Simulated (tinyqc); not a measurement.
Front-illuminated p-i-n photodiode, quantum efficiency and bandwidth: one step of the calculation.

Light enters through a p layer (0 to xp), a depleted layer (xp to xp + wi) and a thick n substrate, decaying as exp(-al x); one pass, no back reflection. Carriers made in the depleted layer are all collected; those in the neutral layers diffuse.

Problem. Response at one frequency. Drift response for pairs made in the depleted layer, a = al wi, g = 1 - exp(-a), u = 2 pi i f, te = wi/ve, th = wi/vh: electrons He = [g - a (exp(-a) - exp(-u te))/(u te - a)]/(u te g), holes Hh = [g - a (1 - exp(-a - u th))/(a + u th)]/(u th g); C = eps0 eps_r pi (dia/2)^2/wi + Cp; total |He + Hh|/sqrt(1 + (2 pi f RL C)^2), for the current of the depleted layer alone.

Values chosen for this exercise; values close to those of silicon at this wavelength:

| symbol | value | unit | meaning |
|---|---|---|---|
| al | 513 | 1/cm | absorption coefficient |
| eps_r | 12.2 |  | relative permittivity |
| wi | 7.5 | um | thickness of the depleted layer |
| ve | 9.92e6 | cm/s | electron drift velocity |
| vh | 7.23e6 | cm/s | hole drift velocity |
| dia | 48 | um | diameter |
| RL | 50 | ohm | load resistance |
| Cp | 9 | fF | parasitic capacitance |
| f | 7.2 | GHz | modulation frequency |

Constants: eps0 = 8.8541878128e-14 F/cm where lengths are in cm. Results are converted to the units shown.

Find: te; th; He; Hh; |He + Hh|; C; total response.

Solution.

te = 75.605 ps
th = 103.73 ps
He = 0.16384-0.33913i
Hh = 0.05809-0.24555i
|He + Hh| = 0.62539
C = 35.063 fF
total response = 0.62343

The drift response alone falls to 1/sqrt(2) at 6.18 GHz and the RC term alone at 90.8 GHz; together they give 6.16 GHz.

Numbers from tinyqc (`OMP_NUM_THREADS=1 python tinyqc.py 2250036 2250037 out.jsonl`; about 0.01 s on one thread of a shared Intel Xeon 2.30GHz).
